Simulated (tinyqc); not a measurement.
# Trap depth and cross-section from two peaks

Problem. A DLTS peak lies where ew = sn g T^2 exp(-Et/kB T), g = vth Nc/(300 K)^2. Find Et and sn.

Values chosen for this exercise: conduction-band density of states at 300 K Nc = 1.05e19 cm^-3; thermal velocity at 300 K vth = 3.3e7 cm/s.

Constants: q = 1.602176634e-19 C, kB = 1.380649e-23 J/K. Results are converted to the units shown.

peak temperatures for ew = 5 and 500 1/s (K): [127.22105, 154.71034]

Solution. The slope of ln(ew/T^2) against q/kB T is -Et, and the intercept is ln(sn g).

Et = 0.260 eV
sn = 1.60e-15 cm^2

Program tinyqc, `OMP_NUM_THREADS=1 python tinyqc.py 2050013 2050014 out.jsonl`; Intel Xeon 2.30GHz, shared host, one thread, about 0.01 s.
